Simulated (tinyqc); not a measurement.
From results back to parameters: dielectric confinement in a thin film (image charges). Four cases, with inputs chosen for the exercise.

Problem. The self-energy at the centre was computed from a hidden eh.

A film |z| < t/2 of dielectric constant eps between half-spaces of dielectric constant e2; lam = (eps - e2)/(eps + e2), q = e^2/(4 pi eps0). The self-energy of a band edge is taken with the high-frequency value, e2 = eh, and the field of a fixed ion with the static one, e2 = eo. A charge at z has images lam^|n| at n t + (-1)^n z. Its self-energy is S(z) = (q/2 eps) sum over n >= 1 of lam^n [1/(n t - 2z) + 1/(n t + 2z)] for odd n and 2 lam^n/(n t) for even n; at the centre S(0) = -(q/(eps t)) ln(1 - lam).

Constants: e^2/(4 pi eps0) = 14.39964547 eV angstrom.

Find: lam; eh.

Method. lam = 1 - exp(-S(0) eps t/q), and eh = eps (1 - lam)/(1 + lam).

Case 1.

Values chosen: t = 54 angstrom (film thickness); eps = 11.9 (dielectric constant of the film).
S(0) = 27.9118 meV

Solution.

lam = 0.7122
eh = 2.0

Case 2.

Values chosen: t = 86 angstrom (film thickness); eps = 12 (dielectric constant of the film).
S(0) = 9.4140 meV

Solution.

lam = 0.4907
eh = 4.1

Case 3.

Values chosen: t = 32 angstrom (film thickness); eps = 11.6 (dielectric constant of the film).
S(0) = 25.9065 meV

Solution.

lam = 0.4872
eh = 4.0

Case 4.

Values chosen: t = 66 angstrom (film thickness); eps = 15.5 (dielectric constant of the film).
S(0) = 12.5412 meV

Solution.

lam = 0.5897
eh = 4.0

Computed by tinyqc, one run a case: `OMP_NUM_THREADS=1 python tinyqc.py N N+1 out.jsonl` with N = 1250191, 1250243, 1250283, 1250287; one thread of a shared Intel(R) Xeon(R) Processor @ 2.30GHz, about 0.06 s a run at most.
